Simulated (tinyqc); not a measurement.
# Tail temperature from the power law

Question. When tail states hold most of the charge, the linear current goes as I = A (Vg - VT)^g with g = 2 Tt/T - 1. Find g, Tt and the tail width kB Tt.

Values chosen for this exercise:
```
symbol,value,unit,meaning
T,300,K,temperature
```

Constants: q = 1.602176634e-19 C, kB = 1.380649e-23 J/K, Vt = kB T/q. Results are converted to the units shown.

I at Vg - VT = 9.7 and 15 V (nA): 184.80207  393.42385

Solution. g is the slope of ln I against ln(Vg - VT).

g = 1.733
Tt = 410.0 K
kB Tt = 35.33 meV

Computed by the program tinyqc: `OMP_NUM_THREADS=1 python tinyqc.py 2610112 2610113 out.jsonl`, one thread of a shared Intel Xeon 2.30GHz, about 0.02 s for the whole run.
